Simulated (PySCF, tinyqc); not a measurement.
CCD on RHF in the sto-3g basis, frozen core, for BeH+, spin multiplicity 1, step by step. The lowest restricted solution is unstable here: a spin-polarised one lies 0.0135 hartree lower (PySCF). Computed by tinyqc, a small Python program that keeps every step (integrals from PySCF). Settings: charge = 1, multiplicity = 1, basis = sto-3g, method = RHF, frozen orbitals = 1, energy threshold = 1e-10, iteration cap = 64, orthogonalisation = symmetric, start = Wolfsberg-Helmholz matrix, DIIS depth = 6, amplitude equations = CCD, DIIS depth for amplitudes = 0, cap on updates = 66. Command: `OMP_NUM_THREADS=1 python tinyqc.py 31084 31085 out.jsonl` (the two numbers bound the seeds that draw the settings). One thread of a shared host (Intel(R) Xeon(R) Processor @ 2.60GHz), about 0.1 s of CPU time with the checks. The early iterations of the SCF are left out here.

## One-electron integrals

Geometry (angstrom):
```
atom        x        y        z
Be    0.00000  0.00000  0.00000
H     0.00000  0.00000  1.91100
```

Basis sto-3g: exponents (1/bohr^2) and contraction coefficients of normalised primitives:
```
element  l (shell)  exponent  coefficient
Be           s (1)  30.16787      0.15433
Be           s (1)   5.49512      0.53533
Be           s (1)   1.48719      0.44463
Be           s (2)   1.31483     -0.09997
Be           s (2)   0.30554      0.39951
Be           s (2)   0.09937      0.70012
Be           p (3)   1.31483      0.15592
Be           p (3)   0.30554      0.60768
Be           p (3)   0.09937      0.39196
H            s (1)   3.42525      0.15433
H            s (1)   0.62391      0.53533
H            s (1)   0.16886      0.44463
```

Overlap, kinetic and nuclear-attraction integrals over the contracted functions; the nuclear repulsion is the sum of Za Zb / Rab.

nuclear repulsion = 1.1076446 hartree

overlap S, order 1Be 1s, 1Be 2s, 1Be 2px, 1Be 2py, 1Be 2pz, 2H 1s:
$$\begin{pmatrix}
1.00000 & 0.25952 & 0.00000 & 0.00000 & 0.00000 & 0.01967 \\
0.25952 & 1.00000 & 0.00000 & 0.00000 & 0.00000 & 0.25753 \\
0.00000 & 0.00000 & 1.00000 & 0.00000 & 0.00000 & 0.00000 \\
0.00000 & 0.00000 & 0.00000 & 1.00000 & 0.00000 & 0.00000 \\
0.00000 & 0.00000 & 0.00000 & 0.00000 & 1.00000 & 0.34002 \\
0.01967 & 0.25753 & 0.00000 & 0.00000 & 0.34002 & 1.00000
\end{pmatrix}$$

kinetic energy T (hartree), order 1Be 1s, 1Be 2s, 1Be 2px, 1Be 2py, 1Be 2pz, 2H 1s:
$$\begin{pmatrix}
6.69397 & -0.03301 & 0.00000 & 0.00000 & 0.00000 & -0.00626 \\
-0.03301 & 0.21111 & 0.00000 & 0.00000 & 0.00000 & 0.01060 \\
0.00000 & 0.00000 & 0.66059 & 0.00000 & 0.00000 & 0.00000 \\
0.00000 & 0.00000 & 0.00000 & 0.66059 & 0.00000 & 0.00000 \\
0.00000 & 0.00000 & 0.00000 & 0.00000 & 0.66059 & 0.05501 \\
-0.00626 & 0.01060 & 0.00000 & 0.00000 & 0.05501 & 0.76003
\end{pmatrix}$$

nuclear attraction V (hartree), order 1Be 1s, 1Be 2s, 1Be 2px, 1Be 2py, 1Be 2pz, 2H 1s:
$$\begin{pmatrix}
-14.83800 & -1.97111 & 0.00000 & 0.00000 & -0.00885 & -0.14842 \\
-1.97111 & -2.58694 & 0.00000 & 0.00000 & -0.09025 & -0.57808 \\
0.00000 & 0.00000 & -2.54787 & 0.00000 & 0.00000 & 0.00000 \\
0.00000 & 0.00000 & 0.00000 & -2.54787 & 0.00000 & 0.00000 \\
-0.00885 & -0.09025 & 0.00000 & 0.00000 & -2.60891 & -0.74349 \\
-0.14842 & -0.57808 & 0.00000 & 0.00000 & -0.74349 & -2.33360
\end{pmatrix}$$

core Hamiltonian H = T + V (hartree), order 1Be 1s, 1Be 2s, 1Be 2px, 1Be 2py, 1Be 2pz, 2H 1s:
$$\begin{pmatrix}
-8.14403 & -2.00412 & 0.00000 & 0.00000 & -0.00885 & -0.15468 \\
-2.00412 & -2.37583 & 0.00000 & 0.00000 & -0.09025 & -0.56748 \\
0.00000 & 0.00000 & -1.88727 & 0.00000 & 0.00000 & 0.00000 \\
0.00000 & 0.00000 & 0.00000 & -1.88727 & 0.00000 & 0.00000 \\
-0.00885 & -0.09025 & 0.00000 & 0.00000 & -1.94832 & -0.68848 \\
-0.15468 & -0.56748 & 0.00000 & 0.00000 & -0.68848 & -1.57357
\end{pmatrix}$$

## Two-electron integrals

Functions are numbered as in S; the eight-fold symmetry (ij|kl) = (ji|kl) = (kl|ij) leaves the list below.

Two-electron integrals (ij|kl) in chemists' order, unique and non-zero (hartree):
```
(11|11) 2.29883   (21|11) 0.39204   (21|21) 0.07954   (22|11) 0.57099
(22|21) 0.14304   (22|22) 0.41768   (31|31) 0.01461   (32|31) 0.02189
(32|32) 0.09226   (33|11) 0.56958   (33|21) 0.14308   (33|22) 0.41759
(33|33) 0.44986   (41|41) 0.01461   (42|41) 0.02189   (42|42) 0.09226
(43|43) 0.02425   (44|11) 0.56958   (44|21) 0.14308   (44|22) 0.41759
(44|33) 0.40136   (44|44) 0.44986   (51|51) 0.01461   (52|51) 0.02189
(52|52) 0.09226   (53|53) 0.02425   (54|54) 0.02425   (55|11) 0.56958
(55|21) 0.14308   (55|22) 0.41759   (55|33) 0.40136   (55|44) 0.40136
(55|55) 0.44986   (61|11) 0.02924   (61|21) 0.00593   (61|22) 0.01078
(61|33) 0.01071   (61|44) 0.01071   (61|51) 0.00055   (61|52) 0.00103
(61|55) 0.01093   (61|61) 0.00047   (62|11) 0.10182   (62|21) 0.02605
(62|22) 0.08730   (62|33) 0.08367   (62|44) 0.08367   (62|51) 0.00331
(62|52) 0.02328   (62|55) 0.09445   (62|61) 0.00216   (62|62) 0.03232
(63|31) 0.00193   (63|32) 0.00999   (63|53) 0.00365   (63|63) 0.00230
(64|41) 0.00193   (64|42) 0.00999   (64|54) 0.00365   (64|64) 0.00230
(65|11) 0.12241   (65|21) 0.03159   (65|22) 0.11015   (65|33) 0.10389
(65|44) 0.10389   (65|51) 0.00518   (65|52) 0.03555   (65|55) 0.12256
(65|61) 0.00269   (65|62) 0.04539   (65|65) 0.06474   (66|11) 0.27670
(66|21) 0.07177   (66|22) 0.26967   (66|33) 0.25245   (66|44) 0.25245
(66|51) 0.00875   (66|52) 0.08382   (66|55) 0.30368   (66|61) 0.00596
(66|62) 0.13729   (66|65) 0.20137   (66|66) 0.77461
```

## Orthogonalisation

S = U s U^T; symmetric (Loewdin) form X = U s^(-1/2) U^T, so that X^T S X = 1.

eigenvalues of S: [0.54602, 0.80114, 1.00000, 1.00000, 1.18395, 1.46889]

X, order 1Be 1s, 1Be 2s, 1Be 2px, 1Be 2py, 1Be 2pz, 2H 1s:
$$\begin{pmatrix}
1.02730 & -0.14005 & 0.00000 & 0.00000 & -0.00574 & 0.01890 \\
-0.14005 & 1.05746 & 0.00000 & 0.00000 & 0.03938 & -0.15046 \\
0.00000 & 0.00000 & 1.00000 & 0.00000 & 0.00000 & 0.00000 \\
0.00000 & 0.00000 & 0.00000 & 1.00000 & 0.00000 & 0.00000 \\
-0.00574 & 0.03938 & 0.00000 & 0.00000 & 1.05022 & -0.19288 \\
0.01890 & -0.15046 & 0.00000 & 0.00000 & -0.19288 & 1.07971
\end{pmatrix}$$

## Starting guess

The start is the generalised Wolfsberg-Helmholz matrix (K = 1.75) built on H; D = 2 C_occ C_occ^T.

D at the start, order 1Be 1s, 1Be 2s, 1Be 2px, 1Be 2py, 1Be 2pz, 2H 1s:
$$\begin{pmatrix}
1.97745 & 0.00334 & 0.00000 & 0.00000 & -0.14444 & -0.13342 \\
0.00334 & 0.28067 & 0.00000 & 0.00000 & 0.44890 & 0.35050 \\
0.00000 & 0.00000 & 0.00000 & 0.00000 & 0.00000 & 0.00000 \\
0.00000 & 0.00000 & 0.00000 & 0.00000 & 0.00000 & 0.00000 \\
-0.14444 & 0.44890 & 0.00000 & 0.00000 & 0.72931 & 0.57100 \\
-0.13342 & 0.35050 & 0.00000 & 0.00000 & 0.57100 & 0.44726
\end{pmatrix}$$

## Iteration 9 (converged): orbitals

converged F (hartree), order 1Be 1s, 1Be 2s, 1Be 2px, 1Be 2py, 1Be 2pz, 2H 1s:
$$\begin{pmatrix}
-4.98122 & -1.39909 & 0.00000 & 0.00000 & 0.01584 & -0.10716 \\
-1.39909 & -0.84143 & 0.00000 & 0.00000 & -0.08817 & -0.33905 \\
0.00000 & 0.00000 & -0.11964 & 0.00000 & 0.00000 & 0.00000 \\
0.00000 & 0.00000 & 0.00000 & -0.11964 & 0.00000 & 0.00000 \\
0.01584 & -0.08817 & 0.00000 & 0.00000 & -0.21268 & -0.29552 \\
-0.10716 & -0.33905 & 0.00000 & 0.00000 & -0.29552 & -0.39344
\end{pmatrix}$$

Diagonalise F' = X^T F X, C = X C', fill 2 alpha and 2 beta electrons from the bottom; D = 2 C_occ C_occ^T. Each column has its largest component positive (the first on a tie).

F' = X^T F X (hartree):
$$\begin{pmatrix}
-4.87360 & -0.70075 & 0.00000 & 0.00000 & 0.01471 & 0.02791 \\
-0.70075 & -0.53407 & 0.00000 & 0.00000 & -0.02632 & -0.22532 \\
0.00000 & 0.00000 & -0.11964 & 0.00000 & 0.00000 & 0.00000 \\
0.00000 & 0.00000 & 0.00000 & -0.11964 & 0.00000 & 0.00000 \\
0.01471 & -0.02632 & 0.00000 & 0.00000 & -0.13290 & -0.22607 \\
0.02791 & -0.22532 & 0.00000 & 0.00000 & -0.22607 & -0.25580
\end{pmatrix}$$

orbital energies (hartree): MO1 -4.98398, MO2 -0.63364, MO3 -0.25055, MO4 -0.11964, MO5 -0.11964, MO6 0.07181

coefficients C, order 1Be 1s, 1Be 2s, 1Be 2px, 1Be 2py, 1Be 2pz, 2H 1s:
$$\begin{pmatrix}
0.99303 & -0.20353 & -0.19787 & 0.00000 & 0.00000 & 0.09311 \\
0.02591 & 0.68144 & 0.72726 & 0.00000 & 0.00000 & -0.40998 \\
0.00000 & 0.00000 & 0.00000 & -0.16283 & 0.98665 & 0.00000 \\
0.00000 & 0.00000 & 0.00000 & 0.98665 & 0.16283 & 0.00000 \\
-0.00201 & 0.24560 & -0.56652 & 0.00000 & 0.00000 & -0.87205 \\
-0.00274 & 0.50059 & -0.42178 & 0.00000 & 0.00000 & 0.89302
\end{pmatrix}$$

D after iteration 9, order 1Be 1s, 1Be 2s, 1Be 2px, 1Be 2py, 1Be 2pz, 2H 1s:
$$\begin{pmatrix}
2.05505 & -0.22592 & 0.00000 & 0.00000 & -0.10397 & -0.20921 \\
-0.22592 & 0.93006 & 0.00000 & 0.00000 & 0.33462 & 0.68210 \\
0.00000 & 0.00000 & 0.00000 & 0.00000 & 0.00000 & 0.00000 \\
0.00000 & 0.00000 & 0.00000 & 0.00000 & 0.00000 & 0.00000 \\
-0.10397 & 0.33462 & 0.00000 & 0.00000 & 0.12065 & 0.24590 \\
-0.20921 & 0.68210 & 0.00000 & 0.00000 & 0.24590 & 0.50119
\end{pmatrix}$$

Within a degenerate level the vectors are fixed only up to a rotation; this is one choice.

## Convergence

Stop when the energy changes by less than 1e-10 hartree and every element of the error matrix X^T (F D S - S D F) X is below 3e-06.

Course of the cycle:
```
iteration  E (hartree)     change  largest element of the error matrix
1          -14.5231238          -                             1.31e-01
2          -14.5644952  -4.14e-02                             6.36e-02
3          -14.5867185  -2.22e-02                             4.16e-02
4          -14.5951981  -8.48e-03                             1.23e-02
5          -14.5951590   3.91e-05                             8.24e-03
6          -14.5953743  -2.15e-04                             1.87e-03
7          -14.5953844  -1.01e-05                             2.11e-04
8          -14.5953846  -1.34e-07                             3.00e-06
9          -14.5953846  -2.51e-11                             1.24e-08
```

PySCF RHF in the same basis = -14.5953846 hartree

Converged in 9 iterations.

## Populations, bond orders and dipole

Mulliken: Z minus the diagonal of D S on the atom; Loewdin: the same with S^(1/2) D S^(1/2); Mayer order: 2 sum_s sum (D(s) S)_ij (D(s) S)_ji over the two atoms.

Charges (e):
```
atom  Mulliken  Loewdin
1Be    0.75634  0.77204
2H     0.24366  0.22796
```

Mayer bond orders:
```
pair    order
2-1   0.94063
```

dipole moment about the origin, x y z (debye): [0.00000, 0.00000, -0.83263]

## Integrals over molecular orbitals

(pq|rs) = sum C_ip C_jq C_kr C_ls (ij|kl), one index at a time.

one-electron integrals over orbitals h = C^T H C (hartree):
$$\begin{pmatrix}
-8.13463 & 0.17682 & 0.19117 & 0.00000 & 0.00000 & -0.05791 \\
0.17682 & -1.95078 & -0.09195 & 0.00000 & 0.00000 & 0.24007 \\
0.19117 & -0.09195 & -1.83821 & 0.00000 & 0.00000 & -0.11269 \\
0.00000 & 0.00000 & 0.00000 & -1.88727 & 0.00000 & 0.00000 \\
0.00000 & 0.00000 & 0.00000 & 0.00000 & -1.88727 & 0.00000 \\
-0.05791 & 0.24007 & -0.11269 & 0.00000 & 0.00000 & -1.65443
\end{pmatrix}$$

Two-electron integrals over orbitals (pq|rs), unique and non-zero (hartree); the lowest 1 orbital is frozen and left out:
```
(22|22) 0.44229    (32|22) -0.06346   (32|32) 0.07131    (33|22) 0.33042
(33|32) 0.02903    (33|33) 0.41505    (42|42) 0.04674    (43|42) 0.03559
(43|43) 0.04720    (44|22) 0.34574    (44|32) 0.04632    (44|33) 0.37582
(44|44) 0.44986    (52|52) 0.04674    (53|52) 0.03559    (53|53) 0.04720
(54|54) 0.02425    (55|22) 0.34574    (55|32) 0.04632    (55|33) 0.37582
(55|44) 0.40136    (55|55) 0.44986    (62|22) 0.01316    (62|32) -0.05774
(62|33) -0.00120   (62|44) -0.06981   (62|55) -0.06981   (62|62) 0.11462
(63|22) -0.05675   (63|32) 0.06836    (63|33) 0.04572    (63|44) 0.04164
(63|55) 0.04164    (63|62) -0.06245   (63|63) 0.08544    (64|42) -0.02403
(64|43) -0.00611   (64|64) 0.02156    (65|52) -0.02403   (65|53) -0.00611
(65|65) 0.02156    (66|22) 0.44886    (66|32) -0.06724   (66|33) 0.35937
(66|44) 0.34946    (66|55) 0.34946    (66|62) 0.03631    (66|63) -0.05839
(66|66) 0.48336
```

## CCD: starting amplitudes

t_ij^ab = <ij||ab> / (e_i + e_j - e_a - e_b), whose energy is MP2.

Starting amplitudes (spin orbitals 1a, 1b, ...; amplitudes related by a flip of all spins are not repeated):
```
from      to         t
2a 2b  3a 3b  -0.09307
2a 2b  6a 6b  -0.08124
2a 2b  3a 6b   0.05305
2a 2b  4a 4b  -0.04546
2a 2b  5a 5b  -0.04546
```

correlation energy = -0.0263242 hartree

## CCD: amplitude update 1

t_ij^ab D_ij^ab are set to the remaining terms of the spin-orbital equations, evaluated with the old amplitudes; for the doubles these are <ij||ab> + 1/2 <ab||ef> t_ij^ef + 1/2 <mn||ij> t_mn^ab + P(ij)P(ab) <mb||ej> t_im^ae + terms in t^2, D the orbital-energy denominators.

Amplitudes after update 1 (spin orbitals 1a, 1b, ...; amplitudes related by a flip of all spins are not repeated):
```
from      to         t
2a 2b  3a 3b  -0.12834
2a 2b  6a 6b  -0.10938
2a 2b  3a 6b   0.08340
2a 2b  4a 4b  -0.05419
2a 2b  5a 5b  -0.05419
```

correlation energy = -0.0363861 hartree

## CCD: amplitude update 2

As before.

Amplitudes after update 2 (spin orbitals 1a, 1b, ...; amplitudes related by a flip of all spins are not repeated):
```
from      to         t
2a 2b  3a 3b  -0.14408
2a 2b  6a 6b  -0.11834
2a 2b  3a 6b   0.09855
2a 2b  4a 4b  -0.05403
2a 2b  5a 5b  -0.05403
```

correlation energy = -0.0402705 hartree

## CCD: amplitude update 3

As before.

Amplitudes after update 3 (spin orbitals 1a, 1b, ...; amplitudes related by a flip of all spins are not repeated):
```
from      to         t
2a 2b  3a 3b  -0.15225
2a 2b  6a 6b  -0.12085
2a 2b  3a 6b   0.10590
2a 2b  4a 4b  -0.05269
2a 2b  5a 5b  -0.05269
```

correlation energy = -0.0418627 hartree

## CCD: convergence

E_corr = 1/4 sum <ij||ab> t_ij^ab; stop when the norm of the change is below 1e-8.

Course of the amplitude iterations:
```
update  correlation energy (hartree)  norm of the change
0                         -0.0263242                   -
1                         -0.0363861            1.27e-01
2                         -0.0402705            5.61e-02
3                         -0.0418627            2.72e-02
4                         -0.0425579            1.40e-02
5                         -0.0428786            7.49e-03
6                         -0.0430334            4.10e-03
7                         -0.0431110            2.28e-03
8                         -0.0431511            1.28e-03
9                         -0.0431723            7.18e-04
10                        -0.0431838            4.05e-04
11                        -0.0431900            2.29e-04
12                        -0.0431935            1.30e-04
13                        -0.0431954            7.34e-05
...                              ...                 ...
16                        -0.0431974            1.34e-05
17                        -0.0431976            7.60e-06
18                        -0.0431977            4.31e-06
19                        -0.0431977            2.45e-06
20                        -0.0431978            1.39e-06
21                        -0.0431978            7.88e-07
22                        -0.0431978            4.47e-07
23                        -0.0431978            2.54e-07
24                        -0.0431978            1.44e-07
25                        -0.0431978            8.18e-08
26                        -0.0431978            4.64e-08
27                        -0.0431978            2.63e-08
28                        -0.0431978            1.50e-08
29                        -0.0431978            8.49e-09
```

Converged amplitudes (spin orbitals 1a, 1b, ...; amplitudes related by a flip of all spins are not repeated):
```
from      to         t
2a 2b  3a 3b  -0.16262
2a 2b  6a 6b  -0.12042
2a 2b  3a 6b   0.11346
2a 2b  4a 4b  -0.05025
2a 2b  5a 5b  -0.05025
```

CCD total energy = -14.6385824 hartree

Converged in 29 updates.
